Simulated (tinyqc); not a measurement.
# Changing the starting silicon radius a0

Model: oxidation of curved silicon (wires and holes): cylindrical Deal-Grove kinetics with stress-retarded reaction. Computed by tinyqc, a small Python program. Command: `OMP_NUM_THREADS=1 python tinyqc.py 3024911 3024912 out.jsonl wireox sweep`. One thread of a shared host (Intel(R) Xeon(R) Processor @ 2.30GHz), about 0.02 s of CPU time with the checks.

Silicon fills r < a and oxide a < r < b. One volume of silicon gives 2.25 volumes of oxide, and the length is fixed.

Inputs (values chosen for the exercise, close to those used for silicon in dry oxygen):
```
quantity,value,unit
prefactor B0,791,um^2/h
activation energy E_B,1.23,eV
prefactor (B/A)0,5.36e+06,um/h
activation energy E_A,2,eV
starting oxide x_i,3,nm
viscosity prefactor eta0,3.5e-09,Pa s
viscosity energy E_eta,5.68,eV
critical shear stress s_c,37,MPa
activation volume V_k,7.1,angstrom^3
temperature T,950,C
time t,0.16,h
```

Shape: wire (convex).

Constants: k_B = 8.617333262e-05 eV/K.

Method:
- B = B0 exp(-E_B/(k_B T)), B/A = (B/A)0 exp(-E_A/(k_B T)), eta = eta0 exp(E_eta/(k_B T)); 1 um = 1000 nm.
- Temperatures in kelvin are T(C) + 273.15.
- Geometry: b^2 = b0^2 + 1.25 (a0^2 - a^2), b0 = a0 + x_i.
- Rate of oxide made per interface area: q = 1/[1/k + 2 a |ln(b/a)|/B], and |da/dt| = q/2.25. Reaction k = (B/A) exp(-sigma V_k/(k_B T)). New oxide pushes the old with radial speed u = 1.25 |da/dt| at r = a; the shear stress at radius r is s_c asinh(z a^2/r^2), z = 2 eta u/(a s_c) (Eyring flow), and the compressive normal stress at the interface is sigma = |int_a^b 2 s/r dr| = s_c |F(z) - F(z a^2/b^2)|, F(y) = int_0^y asinh(w)/w dw. q and sigma are solved together. 1 MPa angstrom^3 = 6.241509e-6 eV.
- Integrate da/dt adaptively (tolerance 1e-8); a wire counts as consumed at a = 0.5 nm and a hole as closed at b = 0.5 nm. Planar reference: x^2 + A x = B t + x_i^2 + A x_i, A = B/(B/A).

One run for each value:
```
starting silicon radius a0 (nm),ratio to the planar thickness,oxide thickness (nm),normal stress at time t (MPa)
5.0,0.74207,5.7129,776.92
9.7,0.82645,6.3626,446.09
19.0,0.89423,6.8844,243.71
36.0,0.93848,7.2250,131.25
69.0,0.96631,7.4393,67.30
260.0,0.99095,7.6290,15.91
500.0,0.99537,7.6630,7.61
```

Give the missing row, starting silicon radius a0 (nm) = 130.0.

Computed row:
```
starting silicon radius a0 (nm)  ratio to the planar thickness  oxide thickness (nm)  normal stress at time t (MPa)
130.0                                                  0.98184                7.5588                          34.16
```

Interpolating between the two neighbouring rows (the first column on a logarithmic scale, the others too where they are positive) misses most in normal stress at time t (MPa), by 1.1 %. Over the rows, ratio to the planar thickness rises from 0.742 to 0.995 (exponent d ln y / d ln x 0.16 between the first rows and 0.0068 between the last); oxide thickness (nm) rises from 5.71 to 7.66 (exponent d ln y / d ln x 0.16 between the first rows and 0.0068 between the last); normal stress at time t (MPa) falls from 777 to 7.61 (exponent d ln y / d ln x -0.84 between the first rows and -1.1 between the last). Curvature effects scale with thickness over radius and fade for large a0.

Caution (all rows): planar dry oxides this thin grow faster than Deal-Grove predicts. Caution (all rows): the oxide is taken as a purely viscous fluid in steady flow; elasticity, stress-dependent diffusion and thin-oxide enhancement are left out.
